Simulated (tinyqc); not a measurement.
Starting guesses with DIIS over 6 matrices: SCF starting guesses in the 3-21g basis, for H2, spin multiplicity 1. Computed by the program tinyqc with PySCF. 

Geometry (angstrom):
```
atom       x       y       z
H     0.0000  0.0000  0.0000
H     0.0000  0.0000  0.8030
```

lowest restricted solution found by these runs and by PySCF = -1.119972 hartree

RHF with one setting changed at a time; a run stops when the energy changes by less than 1e-09 hartree and the error matrix is below 1e-5. Starts: the lowest orbitals of the core Hamiltonian, of the Wolfsberg-Helmholz matrix (K = 1.75), projected atomic densities, random orbitals, and the highest orbitals of the core Hamiltonian (a deliberately bad start).

Largest element of the error matrix X^T (FDS - SDF) X:
```
iteration     core  Wolfsberg-Helmholz  atomic densities   random  highest core orbitals
1          1.7e-01             1.2e-01           1.2e-01  9.6e-01                1.6e-01
2          2.6e-02             1.7e-02           1.9e-02  2.0e-01                7.9e-02
3          1.1e-04             3.4e-05           1.7e-03  1.7e-02                2.1e-02
4          4.7e-05             1.4e-05           6.1e-07  8.0e-04                2.8e-05
5          2.9e-05             8.9e-06           2.8e-07  4.9e-05                9.7e-06
6          2.1e-05                   -                 -  6.0e-06                5.8e-06
8          2.4e-08                   -                 -        -                      -
```

How each run ends:
```
run                    iterations  E (hartree)         state
core                            8    -1.119972  lowest found
Wolfsberg-Helmholz              5    -1.119972  lowest found
atomic densities                5    -1.119972  lowest found
random                          7    -1.119972  lowest found
highest core orbitals           6    -1.119972  lowest found
```

5 of 5 runs reach the lowest restricted solution found, in 5 to 8 iterations (fastest: Wolfsberg-Helmholz, atomic densities). The first errors are 2e-01, 1e-01, 1e-01, 1e+00, 2e-01.
